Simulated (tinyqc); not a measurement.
Density of states of one tight-binding band on the simple cubic lattice, step by step. Values are carried at full precision from step to step, so a last printed digit may differ when a step is redone from the rounded ones.

E(k) = -2 t (c1 + c2 + c3) - 4 t2 (c1 c2 + c2 c3 + c3 c1) with ci = cos(2 pi ki); k in fractions of the reciprocal vectors, mesh k_i = j/N with j = 0 .. N-1. Densities are per cell and per spin, so the band holds one state.

Values chosen for the exercise: t = 2.38 eV (nearest hopping); t2 = 0.22 eV (second hopping); N = 5 (mesh points along each axis); bins = 6 (bins of the histogram); E_lo = -17.013 eV (lower end of the histogram); E_hi = 11.717 eV (upper end); E = -9.1 eV (energy at which the density is wanted); sigma = 1.19 eV (Gaussian width).

## Energies on the mesh

Evaluate the band at all 125 points and collect equal values.

Distinct energies:
```
E_k (eV)  points
-16.9200       1
-12.4148       6
-8.3297       12
-5.1252        6
-4.6649        8
-1.7200       24
1.2650        24
3.7897        12
6.0950        24
9.8249         8
```

The 125 points give 10 distinct energies between -16.9200 and 9.8249 eV; a dense mesh gives a band from -16.920 to 11.640 eV.

## Histogram

Count the points in equal bins from E_lo to E_hi; g = count/(all points x bin width).

Histogram:
```
from (eV)   to (eV)  points  g (1/eV)
-17.0130   -12.2247       7    0.0117
-12.2247    -7.4363      12    0.0200
-7.4363     -2.6480      14    0.0234
-2.6480      2.1403      48    0.0802
2.1403       6.9287      36    0.0601
6.9287      11.7170       8    0.0134
```

Empty bins: 0 of 6; the fullest holds 48 points.

## Gaussian broadening at one energy

Gaussian broadening: g(E) = mean over the mesh of exp(-(E - E_k)^2/(2 sigma^2))/(sigma sqrt(2 pi)), n(E) = mean of erfc((E_k - E)/(sigma sqrt 2))/2.

Sum over the distinct energies with their counts.

n(E) = 0.0807
g(E) = 0.0265 1/eV

## One tetrahedron of the mesh

For corner energies e1 <= e2 <= e3 <= e4 and eij = ei - ej, the share of the tetrahedron below E is n = (E - e1)^3/(e21 e31 e41) for e1 < E < e2; n = [e21^2 + 3 e21 x + 3 x^2 - (e31 + e42) x^3/(e32 e42)]/(e31 e41) with x = E - e2 for e2 < E < e3; n = 1 - (e4 - E)^3/(e41 e42 e43) for e3 < E < e4; its density of states is g = dn/dE.

corner energies, sorted (eV): -12.4148  -8.3297  -5.1252  -4.6649

Find its share below E and its density of states at E.

n = 0.1578
g = 0.1428 1/eV

E lies between corners 1 and 2.

## Sum over all linear tetrahedra

Each cube of the mesh, corners numbered 0 to 7 as the binary number (i j l), is cut into six tetrahedra around the diagonal 0-7: 0137, 0157, 0237, 0267, 0457, 0467. For corner energies e1 <= e2 <= e3 <= e4 and eij = ei - ej, the share of the tetrahedron below E is n = (E - e1)^3/(e21 e31 e41) for e1 < E < e2; n = [e21^2 + 3 e21 x + 3 x^2 - (e31 + e42) x^3/(e32 e42)]/(e31 e41) with x = E - e2 for e2 < E < e3; n = 1 - (e4 - E)^3/(e41 e42 e43) for e3 < E < e4; its density of states is g = dn/dE.

Average n and g over all pieces of the mesh. The reference uses the same method with N = 36.

n(E) = 0.0575
g(E) = 0.0199 1/eV
reference n(E) = 0.082
reference g(E) = 0.019 1/eV

On this mesh the linear method errs by 0.000 1/eV in g and -0.025 in n; the Gaussian sum erred by +0.007 and -0.001.

## Checks

- States below the top of the band by the linear method against one: both 1.000000.

(tinyqc, `OMP_NUM_THREADS=1 python tinyqc.py 1681746 1681747 out.jsonl`, Intel(R) Xeon(R) Processor @ 2.30GHz, 1 thread, shared host, about 0.2 s.)
